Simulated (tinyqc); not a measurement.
Thickness of the film: ellipsoidal valleys in the axes of a wafer and a channel.

Valleys with axes a along [111], [1-1-1], [-11-1] and [-1-11], one whole valley each; inverse mass tensor w = 1/mt + (1/ml - 1/mt) a a. Device axes: z = nz/|nz|, x = nx/|nx|, y = z cross x; in them a = (ax, ay, az). Confinement mass mz = 1/w_zz. In the plane w_ij is replaced by u_ij = w_ij - w_iz w_jz/w_zz (i, j = x, y); density-of-states mass md = 1/sqrt(det u); conductivity mass along x mc = 1/u_xx; ballistic transport mass mx = u_yy/det u, width mass my = 1/u_yy.

Hard walls: E_n = c (n pi/t)^2/mz, c = hbar^2/2m0, n = 1, 2, 3. Non-degenerate share of a valley proportional to md sum_n exp(-E_n/kT); mean 1/mc = sum of share/mc. 1 nm = 10 angstrom.

Constants: hbar^2/2m0 = 3.80998211 eV angstrom^2; kB = 8.617333262e-05 eV/K.

Parameters, chosen for this exercise (near those of the L valleys of GaAs; the results hold for these values, not for the real material):
```
symbol  value       unit  meaning
ml      1.831       m0    longitudinal mass
mt      0.074       m0    transverse mass
nz      (1, 1, 2)         surface normal (confinement)
nx      (1, 1, -1)        channel direction
T       400         K     temperature
```

Share of the lowest ladder and mean conductivity mass.

Results:
```
t (nm)  lowest E1 (meV)  spread of E1 (meV)  share of the lowest ladder  mean mc
2.0               186.8              1083.6                       1.000   0.2692
3.0                83.0               481.6                       1.000   0.2691
4.0                46.7               270.9                       0.987   0.2625
5.0                29.9               173.4                       0.897   0.2285
7.0                15.2                88.5                       0.596   0.1694
10.0                7.5                43.3                       0.394   0.1515
14.0                3.8                22.1                       0.304   0.1459
```

The spread falls as 1/t^2 and passes kT = 34.5 meV between t = 10 and 14 nm; the share of the lowest ladder goes from 1.000 to 0.304 and the mean mass goes from 0.2692 to 0.1459, against 0.1448 for equal shares, the limit of a thick film (the bulk value 3/(1/ml + 2/mt) is 0.1088; the two differ since axes are tilted in the x-z plane and in a quantised film no valley carries current across it; once scattering blurs the subbands the bulk value returns). Three subbands a valley become too few once E3 nears kT. In the thinnest rows E1 (187 meV) is beyond the parabolic range; in GaAs the Gamma valley, left out, lies lowest except in the thinnest films.

Run: tinyqc, `OMP_NUM_THREADS=1 python tinyqc.py 1880710 1880711 out.jsonl`; Intel(R) Xeon(R) Processor @ 2.30GHz, one thread, shared host; about 0.01 s of CPU time with all checks.
